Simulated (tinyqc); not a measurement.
Trench capacitor in an array: capacitance, non-linearity, leakage and relaxation: charge lost after writing.

A film between two metal electrodes, each interface adding a series capacitance ci. The small-signal permittivity is ek (1 + aq E^2); the field is found with the linear permittivity. Leakage J = J0 sinh(E/Ef). After a voltage step the film passes a relaxation current kr C V tt^(-nr), tt being the time in seconds. The sidewall is a coaxial capacitor with radii a = dm/2 - t and b = dm/2, depth AR dm; the end face is left out.

Planar film: Cf = eps0 ek/t, 1/C = 1/Cf + 2/ci, EOT = 3.9 eps0/C, effective permittivity C t/eps0, E = (V/t) C/Cf. A capacitor written for t0 and then left open loses, as a share of C V, kr (tt^(1 - nr) - t0^(1 - nr))/(1 - nr) by relaxation and J tt/(C V) by leakage; both are taken as small, and rows far outside that range are left out.

Parameters, values chosen for the exercise; permittivity of the order of that of titanium dioxide:

| symbol | value | unit | meaning |
|---|---|---|---|
| ek | 75.2 |  | relative permittivity of the film |
| t | 24 | nm | film thickness |
| ci | 36 | uF/cm^2 | capacitance of each electrode interface (dead layer and screening) |
| aq | 0.024 | cm^2/MV^2 | quadratic field coefficient of the permittivity |
| V | 2.4 | V | bias |
| nr | 0.932 |  | exponent of the relaxation current |
| kr | 0.0072 |  | strength of the relaxation |
| J0 | 2.5e-10 | A/cm^2 | leakage prefactor |
| Ef | 0.43 | MV/cm | field for an e-fold rise of the leakage |
| t0 | 1e-7 | s | duration of the write pulse |

Constants: eps0 = 8.8541878128e-14 F/cm where lengths are in cm. Results are converted to the units shown.

The same in every row: leakage current (nA/cm^2) = 0.9209.

Charge lost after writing:
```
tt (s),relaxation current (nA/cm^2),loss by relaxation (%),loss by leakage (%),total loss (%)
1e-6,1.623e7,0.5998,1.596e-8,0.5998
1e-5,1.899e6,1.301,1.596e-7,1.301
0.0001,2.220e5,2.122,1.596e-6,2.122
0.001,2.597e4,3.081,1.596e-5,3.081
0.01,3037,4.203,1.596e-4,4.203
0.1,355.2,5.515,0.001596,5.517
1,41.54,7.050,0.01596,7.066
10,4.858,8.844,0.1596,9.004
100,0.5681,10.94,1.596,12.54
```

The two currents are equal at tt = 59.6 s. The loss by relaxation grows from 0.600 to 10.9 %, by 0.701 points over the first decade and 2.10 over the last, while the loss by leakage grows tenfold a decade. Relaxation is the larger loss in every row.

Program tinyqc, `OMP_NUM_THREADS=1 python tinyqc.py 2102147 2102148 out.jsonl`; Intel Xeon 2.30GHz, shared host, one thread, about 0.01 s.
